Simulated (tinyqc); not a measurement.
# Front-illuminated p-i-n photodiode, quantum efficiency and bandwidth: two studies

Light enters through a p layer (0 to xp), a depleted layer (xp to xp + wi) and a thick n substrate, decaying as exp(-al x); one pass, no back reflection. Carriers made in the depleted layer are all collected; those in the neutral layers diffuse.

Inputs (values chosen for the exercise); values close to those of In0.53Ga0.47As at this wavelength:
- lam = 1550 nm (wavelength)
- al = 6850 1/cm (absorption coefficient)
- Rf = 0.3 (reflectance of the front face)
- eps_r = 13.8 (relative permittivity)
- xp = 0.34 um (thickness of the front p layer)
- wi = 2.7 um (thickness of the depleted layer)
- Dn = 67 cm^2/s (electron diffusion coefficient in the p layer)
- Ln = 6.9 um (electron diffusion length in the p layer)
- S = 40000 cm/s (recombination velocity of the front surface)
- Lp = 9.2 um (hole diffusion length in the thick n substrate)
- ve = 7e6 cm/s (electron drift velocity)
- vh = 5.05e6 cm/s (hole drift velocity)
- dia = 28 um (diameter)
- RL = 50 ohm (load resistance)
- Cp = 20 fF (parasitic capacitance)

Constants: q = 1.602176634e-19 C, h = 6.62607015e-34 J s, c = 299792458 m/s, eps0 = 8.8541878128e-14 F/cm where lengths are in cm. Results are converted to the units shown.

Each table varies one quantity; the others keep the values above.

## Efficiency and bandwidth against the thickness of the depleted layer

k = al Ln, s = S Ln/Dn, e = exp(-al xp); front layer f1 = (k/(k^2 - 1)) {[s + k - e (s cosh(xp/Ln) + sinh(xp/Ln))]/[s sinh(xp/Ln) + cosh(xp/Ln)] - k e}; depleted layer f2 = e (1 - exp(-al wi)); substrate f3 = e exp(-al wi) al Lp/(1 + al Lp); external efficiency (1 - Rf)(f1 + f2 + f3); responsivity = efficiency q lam/(h c). Drift response for pairs made in the depleted layer, a = al wi, g = 1 - exp(-a), u = 2 pi i f, te = wi/ve, th = wi/vh: electrons He = [g - a (exp(-a) - exp(-u te))/(u te - a)]/(u te g), holes Hh = [g - a (1 - exp(-a - u th))/(a + u th)]/(u th g); C = eps0 eps_r pi (dia/2)^2/wi + Cp; total |He + Hh|/sqrt(1 + (2 pi f RL C)^2), for the current of the depleted layer alone. Limits are the frequencies at which each factor falls to 1/sqrt(2); inverse-square sum (f_transit^-2 + f_RC^-2)^(-1/2); the diffusion currents f1 and f3 are left out of the bandwidth.

Efficiency and bandwidth against the thickness of the depleted layer:

| wi (um) | f2 | f1 + f3 | responsivity (A/W) | transit limit (GHz) | RC limit (GHz) | 3 dB bandwidth (GHz) | inverse-square sum (GHz) | bandwidth x (1 - Rf) f2 (GHz) |
|---|---|---|---|---|---|---|---|---|
| 0.34 | 0.1646 | 0.7471 | 0.7979 | 94.72 | 13.19 | 13.02 | 13.07 | 1.500 |
| 0.57 | 0.2561 | 0.6682 | 0.8088 | 57.01 | 20.94 | 19.28 | 19.66 | 3.456 |
| 0.95 | 0.3790 | 0.5621 | 0.8236 | 34.68 | 32.09 | 22.52 | 23.55 | 5.975 |
| 1.6 | 0.5275 | 0.4340 | 0.8414 | 21.01 | 47.49 | 18.70 | 19.21 | 6.905 |
| 2.7 | 0.6676 | 0.3130 | 0.8581 | 12.75 | 66.50 | 12.44 | 12.53 | 5.813 |
| 4.5 | 0.7559 | 0.2368 | 0.8687 | 7.762 | 86.69 | 7.719 | 7.731 | 4.085 |
| 7.6 | 0.7879 | 0.2092 | 0.8726 | 4.521 | 106.5 | 4.515 | 4.517 | 2.490 |
| 13 | 0.7921 | 0.2055 | 0.8731 | 2.532 | 123.4 | 2.531 | 2.532 | 1.404 |
| 22 | 0.7922 | 0.2055 | 0.8731 | 1.447 | 135.9 | 1.447 | 1.447 | 0.8024 |

As wi goes from 0.34 to 22, the responsivity rises from 0.798 to 0.873 A/W and the bandwidth goes from 13.0 through a maximum of 22.5 (at wi = 0.95 among the rows listed) to 1.45 GHz. The RC limit is the lower one for wi = 0.34, 0.57, 0.95, the transit limit elsewhere. Adding inverse squares of the two limits is within 4.6 % of the full result. The product of bandwidth and fast efficiency goes from 1.50 through a maximum of 6.91 (at wi = 1.6 among the rows listed) to 0.802 GHz. For wi = 0.34, 0.57, 0.95, 1.6, 2.7, 4.5 the diffusion currents exceed 0.3 of the drift current; their own response times, left out, may then shape the whole response.

## Efficiency and bandwidth against the diameter

Same model as above.

The same in every row: f2 = 0.6676; f1 + f3 = 0.3130; responsivity (A/W) = 0.8581; transit limit (GHz) = 12.75.

Efficiency and bandwidth against the diameter:

| dia (um) | RC limit (GHz) | 3 dB bandwidth (GHz) | inverse-square sum (GHz) | bandwidth x (1 - Rf) f2 (GHz) |
|---|---|---|---|---|
| 5 | 152.4 | 12.69 | 12.71 | 5.931 |
| 10 | 135.1 | 12.67 | 12.70 | 5.923 |
| 20 | 93.03 | 12.59 | 12.64 | 5.883 |
| 50 | 29.24 | 11.40 | 11.69 | 5.325 |
| 100 | 8.479 | 6.809 | 7.061 | 3.182 |
| 200 | 2.208 | 2.164 | 2.175 | 1.011 |
| 500 | 0.3574 | 0.3572 | 0.3573 | 0.1669 |
| 1000 | 0.08951 | 0.08950 | 0.08950 | 0.04183 |

As dia goes from 5 to 1000, the responsivity stays at 0.858 A/W and the bandwidth falls from 12.7 to 0.0895 GHz. The RC limit is the lower one for dia = 100, 200, 500, 1000, the transit limit elsewhere. Adding inverse squares of the two limits is within 3.7 % of the full result. In every row the diffusion currents exceed 0.3 of the drift current; their own response times, left out, may then shape the whole response.

Program tinyqc, `OMP_NUM_THREADS=1 python tinyqc.py 2250026 2250027 out.jsonl`; Intel Xeon 2.30GHz, shared host, one thread, about 0.01 s.
